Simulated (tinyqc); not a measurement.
Carrier lifetime from Shockley-Read-Hall, radiative, Auger and surface recombination. Changing the doping N. Computed by tinyqc, a small Python program. Command: `OMP_NUM_THREADS=1 python tinyqc.py 3002299 3002300 out.jsonl lifetime sweep`. One thread of a shared host (Intel(R) Xeon(R) Processor @ 2.30GHz), about 0.02 s of CPU time with the checks.

Energies are counted from the top of the valence band. Boltzmann statistics, full ionisation, and equal excess densities of electrons and holes.

Inputs (values chosen for the exercise, with bands modelled on ZnO):

| quantity | value | unit |
|---|---|---|
| gap E_g | 3.34 | eV |
| electron mass m_e | 0.263 | m_0 |
| valleys M_c | 1 | - |
| hole mass m_h | 0.79 | m_0 |
| temperature T | 400 | K |
| trap level E_t | 1.82 | eV |
| trap density N_t | 3.7e+11 | cm^-3 |
| electron cross-section sigma_n | 1e-14 | cm^2 |
| hole cross-section sigma_p | 4.1e-16 | cm^2 |
| radiative coefficient B | 1.4e-10 | cm^3/s |
| Auger coefficient C_n | 5.5e-32 | cm^6/s |
| Auger coefficient C_p | 1.5e-30 | cm^6/s |
| excess density dn | 3.4e+16 | cm^-3 |
| generation rate G | 1.6e+20 | cm^-3 s^-1 |
| diffusion coefficient D | 6.5 | cm^2/s |
| surface velocity S | 12 | cm/s |
| thickness W | 13 | micrometre |

Doping: n-type. Surface term: two equal surfaces.

Constants: m_0 = 9.1093837015e-31 kg; k_B = 1.380649e-23 J/K; h = 6.62607015e-34 J s; k_B = 8.617333262e-05 eV/K.

Method:
- N_c = 2 M_c (2 pi m_e k_B T/h^2)^(3/2) and N_v = 2 (2 pi m_h k_B T/h^2)^(3/2), masses in units of m_0.
- n_i = sqrt(N_c N_v) exp(-E_g/2 k_B T); majority density N/2 + sqrt(N^2/4 + n_i^2), minority density n_i^2 over it.
- v = sqrt(3 k_B T/m) with m_e or m_h; tau_n0 = 1/(sigma_n v_n N_t), tau_p0 = 1/(sigma_p v_p N_t); n1 = N_c exp(-(E_g - E_t)/k_B T), p1 = N_v exp(-E_t/k_B T).
- The slowest diffusion mode has x tan x = S W/(2 D) with 0 < x < pi/2 (bisection), and tau_s = W^2/(4 x^2 D). The common approximation is W/(2 S) + W^2/(pi^2 D).
- With n = n_0 + dn, p = p_0 + dn and U/dn = 1/tau: (n p - n_i^2)/dn = n_0 + p_0 + dn = s; 1/tau_SRH = s/[tau_p0 (n + n1) + tau_n0 (p + p1)]; 1/tau_rad = B s; 1/tau_Aug = (C_n n + C_p p) s; the rates add, with 1/tau_s.
- Radiative efficiency = tau_eff/tau_rad; effective diffusion length = sqrt(D tau_eff).
- dn solves dn/tau_eff(dn) = G (60 bisections in ln dn between 1e-2 and 1e22 cm^-3); the splitting of the quasi-Fermi levels is k_B T ln(n p/n_i^2).

One run for each value:

| doping N (cm^-3) | effective lifetime at dn (s) | tau_SRH at dn (s) | tau_rad at dn (s) | tau_Aug at dn (s) | quasi-Fermi splitting under G (eV) |
|---|---|---|---|---|---|
| 1.00e+14 | 2.0849e-07 | 4.4470e-04 | 2.0947e-07 | 5.5461e-04 | 2.6932 |
| 4.00e+14 | 2.0667e-07 | 4.4461e-04 | 2.0764e-07 | 5.4961e-04 | 2.6938 |
| 2.00e+15 | 1.9753e-07 | 4.4416e-04 | 1.9841e-07 | 5.2431e-04 | 2.6957 |
| 7.00e+15 | 1.7352e-07 | 4.4297e-04 | 1.7422e-07 | 4.5799e-04 | 2.6970 |
| 3.00e+16 | 1.1131e-07 | 4.3991e-04 | 1.1161e-07 | 2.8659e-04 | 2.6976 |
| 1.00e+17 | 5.3224e-08 | 4.3706e-04 | 5.3305e-08 | 1.2785e-04 | 2.6977 |
| 6.00e+17 | 1.1257e-08 | 4.3500e-04 | 1.1266e-08 | 1.8368e-05 | 2.6977 |
| 2.00e+18 | 3.5074e-09 | 4.3462e-04 | 3.5117e-09 | 3.0186e-06 | 2.6977 |
| 1.00e+19 | 7.0880e-10 | 4.3449e-04 | 7.1187e-10 | 1.6531e-07 | 2.6976 |

What does the table show, and why?

Over the rows, effective lifetime at dn (s) falls from 2.08e-7 to 7.09e-10 (exponent d ln y / d ln x -0.0063 between the first rows and -0.99 between the last); tau_SRH at dn (s) falls from 4.45e-4 to 4.34e-4 (exponent d ln y / d ln x -1.4e-4 between the first rows and -2.0e-4 between the last); tau_rad at dn (s) falls from 2.09e-7 to 7.12e-10 (exponent d ln y / d ln x -0.0063 between the first rows and -0.99 between the last). At the high end the exponent of effective lifetime at dn is -0.99, close to -1: the exponent of radiative recombination at low injection, tau = 1/(B N), and of SRH recombination limited by re-emission.

Caution (rows 1.00e14, 4.00e14, 2.00e15, 7.00e15, 3.00e16, 1.00e17): beyond low injection D should be the ambipolar coefficient. Caution (rows 2.00e18, 1.00e19): the doping is near the effective density of states, where Boltzmann statistics fail and the gap narrows.
